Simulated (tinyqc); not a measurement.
Against the doping: grain-boundary trapping model (Seto) of a polycrystalline semiconductor film. Computed by tinyqc, a small Python program. Command: `OMP_NUM_THREADS=1 python tinyqc.py 3019926 3019927 out.jsonl poly walk`. One thread of a shared host (Intel(R) Xeon(R) Processor @ 2.30GHz), about 0.01 s of CPU time with the checks.

Grains of equal size L are joined by thin boundaries with one trap level. Trapped carriers deplete a width W on each side and raise a barrier, crossed by thermionic emission. Dopants are fully ionised, statistics are non-degenerate and mu_g does not depend on T.

Inputs (values chosen for the exercise, modelled on polycrystalline silicon): permittivity eps = 11.7; effective mass m = 0.28 m_0; effective density of states at 300 K, N_c = 2.9e+19 1/cm^3; grain size L = 42 nm; trap density Q_t = 2.2e+12 1/cm^2; trap level E_t below the band edge = 0.21 eV; temperature T = 250 K.

Grain interior: neglected.

Constants: e = 1.602176634e-19 C; eps_0 = 8.8541878128e-12 F/m; k_B = 8.617333262e-05 eV/K; m_0 = 9.1093837015e-31 kg; k_B = 1.380649e-23 J/K.

Method:
- If all traps fill, the grain is just depleted at N* = Q_t/L, with the barrier e Q_t L/(8 eps eps_0).
- N_c(T) = N_c (T/300 K)^(3/2). Filled traps Q = Q_t/(1 + (1/2) exp((E_t* - E_F)/k_B T)), where E_t* = e V_B - E_t and E_F are counted from the band edge at the grain centre. Partial depletion: Q = 2 N W, V_B = e N W^2/(2 eps eps_0), E_F = k_B T ln(N/N_c); solve for W. If that W would exceed L/2 the grain is fully depleted: W = L/2, Q = N L, and E_F follows from the trap equation. Centre density n_0 = N_c exp(E_F/k_B T).
- Boundary: sigma_b = L e^2 n_0 exp(-e V_B/k_B T)/sqrt(2 pi m k_B T); rho = 1/sigma_b. Mean carrier density n_av = n_0 [(1 - 2W/L) + (2W/L) (sqrt(pi)/2) erf(y)/y], y = sqrt(e V_B/k_B T); effective mobility 1/(e n_av rho).

N* = 5.23810e+17 1/cm^3

The same film:
```
N (1/cm^3)  W (nm)  V_B (V)  mean density (1/cm^3)  mobility (cm^2/(V s))  rho (ohm cm)
1.60e+16    21.000  0.00546             2.4107e+13                 762.05    3.3975e+02
5.20e+16    21.000  0.01773             1.2650e+14                 508.00    9.7126e+01
1.30e+17    21.000  0.04433             9.8523e+14                 195.36    3.2428e+01
2.60e+17    21.000  0.08867             1.6937e+16                  33.93    1.0861e+01
4.20e+17    19.086  0.11831             1.8251e+17                   8.58    3.9850e+00
6.30e+17    14.991  0.10948             3.5683e+17                   9.92    1.7636e+00
1.00e+18    10.611  0.08707             7.1647e+17                  22.19    3.9258e-01
2.10e+18     5.226  0.04434             1.8865e+18                 128.58    2.5731e-02
5.20e+18     2.115  0.01798             5.0846e+18                 401.56    3.0569e-03
2.10e+19     0.524  0.00446             2.0966e+19                 736.92    4.0397e-04
```

The barrier peaks among these rows at N = 4.2e17 (0.118 V) and the mobility has its minimum at 4.2e17; N* is 5.2e17. While the grain is fully depleted (W = L/2) V_B grows as N; once all traps are filled it falls as 1/N (last exponent -1.00). Partly depleted rows (W < L/2) with e V_B below 2 k_B T stretch the depletion approximation. Where the barrier is low the mobility is too high, because scattering inside the grains is left out. Where N approaches N_c the non-degenerate statistics fail. rho drops most steeply, as N^-3.7, between 1.0e18 and 2.1e18.

Extremes, crossings and ranges named in words are read from the listed rows.
